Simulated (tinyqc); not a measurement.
Thin film between two gates, subbands and threshold shift from confinement: charge and subband filling against gate voltage.

Undoped body with a flat potential across it, hard walls, transport along x. Three valley pairs (g = 2 each) with the longitudinal mass along x, y or z. Non-parabolicity enters the subband edges through E (1 + al E) = gamma, so E = 2 gamma/(1 + sqrt(1 + 4 al gamma)); motion within a subband is taken as parabolic with the band-edge mass. Energies are counted from the bulk band edge.

gamma = C (pi k/(t + dl))^2/mz, C = hbar^2/(2 m0). Each subband has N_k = g sqrt(mx my) m0 kB T/(pi hbar^2). With degeneracy n = sum N_k F((EF - E_k)/Vt), F(x) = ln(1 + exp(x)); gate: Vg = EF + q n/(Cg P), P = 2 (both faces), summed over the 60 lowest subbands at most, with Vg counted from the value that would put EF at the bulk band edge of an empty body. Cq = q dn/dEF.

Inputs (values chosen for the exercise); masses close to those of silicon:
- T = 300 K (temperature)
- ml = 0.912 m0 (longitudinal mass)
- mt = 0.187 m0 (transverse mass)
- al = 0 1/eV (non-parabolicity)
- t = 8.4 nm (film thickness (along z))
- dl = 0 nm (widening of the box by penetration into the insulator)
- Cg = 2 uF/cm^2 (gate capacitance per area of interface)

Constants: q = 1.602176634e-19 C, kB = 1.380649e-23 J/K, hbar = 1.054571817e-34 J s, m0 = 9.1093837015e-31 kg, Vt = kB T/q, hbar^2/(2 m0) = 0.0380998212 eV nm^2. Results are converted to the units shown.

Charge and subband filling against gate voltage:
```
Vg (V)	EF - E_1 (eV)	n (cm^-2)	n/P (cm^-2)	share of the lowest subband (%)	Cq/(Cg P)	total C/(Cg P)
-0.14	-0.1478	4.805e10	2.403e10	27.63	0.07438	0.06923
-0.02	-0.06768	1.044e12	5.222e11	27.24	1.586	0.6133
0.11	-0.03533	3.482e12	1.741e12	26.34	5.060	0.8350
0.23	-0.01962	6.086e12	3.043e12	25.48	8.458	0.8943
0.36	-0.007959	9.041e12	4.520e12	24.62	11.98	0.9230
0.48	3.366e-4	1.183e13	5.915e12	23.89	15.02	0.9376
0.61	0.007752	1.489e13	7.445e12	23.17	18.09	0.9476
0.73	0.01364	1.774e13	8.869e12	22.57	20.71	0.9539
0.86	0.01929	2.084e13	1.042e13	21.98	23.35	0.9589
```

Read the table: what changes, and by how much?

EF passes E_1 = 0.00584 eV at Vg = 0.475 V. The share of the lowest subband falls from 27.6 to 22.0 % and the total capacitance rises from 0.0692 to 0.959 of Cg P. Between the last two rows 4.3 % of the added gate voltage goes into raising EF. For Vg = 0.11, 0.23, 0.36, 0.48, 0.61, 0.73, 0.86 the charge would bend the potential across the body by some 30 mV or more, which is left out.

Program tinyqc, `OMP_NUM_THREADS=1 python tinyqc.py 2350149 2350150 out.jsonl`; Intel Xeon 2.30GHz, shared host, one thread, about 0.1 s.
